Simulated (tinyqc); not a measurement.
Comparisons within one model: virtual-crystal alloy in the empirical-pseudopotential method. A value that a table varies takes the place of the one given here.

Empirical pseudopotential on the fcc lattice, atoms at +/- tau, tau = a (1,1,1)/8, no spin-orbit coupling. H(G,G') = c (2 pi/a)^2 |k + G|^2 delta + VS(q) cos(q.tau) + i VA(q) sin(q.tau), q = G - G', c = hbar^2/2m0; k and G in units of 2 pi/a; VS at |q|^2 = 3, 8, 11 and VA at 3, 4, 11, in rydberg, zero elsewhere. At each k the basis holds all G with |k + G|^2 up to 16; energies are counted from the fourth level at Gamma.

Virtual crystal A(1-x)B(x): a = (1 - x) a_A + x a_B. Rule linear: V = (1 - x) V_A + x V_B. Rule volume: V = [(1 - x) a_A^3 V_A + x a_B^3 V_B]/a^3, since a form factor is an atomic potential divided by the cell volume.

Constants: hbar^2/2m0 = 3.80998211 eV angstrom^2; Ry = 13.60569312 eV.

Values chosen for the exercise (classic local form factors of the size used for GaAs (A) and GaP (B), which place X and L only to a few tenths of an eV; not measured data):
- a = (5.65, 5.43) angstrom (lattice constants of A, B)
- VSA = (-0.231, 0.009, 0.06) Ry (symmetric form factors of A)
- VAA = (0.069, 0.049, 0.01) Ry (antisymmetric form factors of A)
- VSB = (-0.223, 0.031, 0.07) Ry (symmetric form factors of B)
- VAB = (0.119, 0.072, 0.02) Ry (antisymmetric form factors of B)
- rule = linear (mixing rule)

## Gaps across the alloy

Gaps from the valence top to the fifth band at Gamma, at L = (1/2,1/2,1/2) and at the lowest of k = (f,0,0), f = 0.70, 0.75, ..., 1.00. Bowing C = 4 [(E(0) + E(1))/2 - E(1/2)].

Gaps (eV):
```
x      Gamma  Delta/X  f of the minimum      L   lowest
0.000  1.365    1.740              0.90  1.622    Gamma
0.167  1.619    1.817              0.95  1.801    Gamma
0.333  1.858    1.891              1.00  1.977    Gamma
0.500  2.081    1.963              1.00  2.147  Delta/X
0.667  2.289    2.033              1.00  2.312  Delta/X
0.833  2.485    2.103              1.00  2.471  Delta/X
1.000  2.669    2.171              1.00  2.625  Delta/X
```

bowing (eV): Gamma -0.254, Delta/X -0.028, L -0.095

What can be read from the table?

The lowest valley changes: Gamma to Delta/X between x = 0.333 and 0.500. From A to B the Gamma gap moves by +1.30 eV, L by +1.00 eV and Delta/X by +0.43 eV; a move of Delta/X below about 0.4 eV is within the error of such form factors, sign included. The virtual crystal holds no disorder and no bond relaxation, so its bowing comes from the non-linear dependence on the mean potential and volume alone, and it may differ from measured bowing, which is positive in these alloys, in size and even in sign; crossings move with it.

## Two mixing rules

Gaps from the valence top to the fifth band at Gamma, at L = (1/2,1/2,1/2) and at the lowest of k = (f,0,0), f = 0.70, 0.75, ..., 1.00. Both rules agree at the ends.

Gaps (eV):
```
x     Gamma, linear  Delta/X, linear  L, linear  Gamma, volume  Delta/X, volume  L, volume
0.25          1.740            1.854      1.890          1.709            1.841      1.865
0.50          2.081            1.963      2.147          2.041            1.944      2.114
0.75          2.389            2.068      2.393          2.361            2.054      2.369
```

What can be read from the table?

At x = 0.5 the volume rule moves Gamma by -39 meV, Delta/X by -19 meV and L by -33 meV, that is the bowing by -4 times these; the lattice constants differ by 3.9 %, and the rules would coincide for equal ones.

Computed by tinyqc, a small Python program: `OMP_NUM_THREADS=1 python tinyqc.py 1080461 1080462 out.jsonl` (the numbers bound the seed that draws the inputs); one thread of a shared host (Intel(R) Xeon(R) Processor @ 2.30GHz), about 0.2 s for the whole set of steps.
